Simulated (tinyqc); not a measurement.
Which substrate gives the strongest standing wave: standing waves and exposure in a photoresist film.

Values chosen for the exercise: lam = 365 nm (vacuum wavelength); n1 = 1.704 (resist index); A = 0.61 1/micrometre (bleachable absorption (Dill A)); B = 0.03 1/micrometre (fixed absorption (Dill B)).

r12 = (N1 - Ns)/(N1 + Ns) with N1 = n1 + i (A + B) lam/(4 pi), lam in micrometres, and Ns = ns + i ks chosen for the exercise, each substrate thick; contrast 2|r|/(1 + |r|^2); the intensity at the interface relative to the forward wave is |1 + r12|^2.

Results:

| case | ns | ks | \|r12\|^2 | contrast | phase (degrees) | \|1 + r12\|^2 |
|---|---|---|---|---|---|---|
| near W | 3.411 | 2.396 | 0.2677 | 0.816 | -150.9 | 0.363 |
| near Si3N4 | 2.103 | 0.000 | 0.0110 | 0.208 | 177.1 | 0.801 |
| near Al | 0.418 | 4.415 | 0.8685 | 0.998 | -138.1 | 0.481 |
| near Cu | 1.263 | 2.008 | 0.3216 | 0.858 | -111.8 | 0.900 |
| near polySi | 4.828 | 2.533 | 0.3270 | 0.862 | -162.5 | 0.236 |

What does the comparison show?

The strongest reflector is the case near Al (0.868) and the weakest near Si3N4 (0.0110). The intensity at the interface depends on the phase too: it is lowest for the case near polySi (0.236, phase -163 degrees) and highest for near Cu (0.900); a strong reflector with a phase of 180 degrees would put a node there.

Program tinyqc; command `OMP_NUM_THREADS=1 python tinyqc.py 1651776 1651777 out.jsonl`; about 0.01 s on one thread of a shared Intel(R) Xeon(R) Processor @ 2.30GHz.
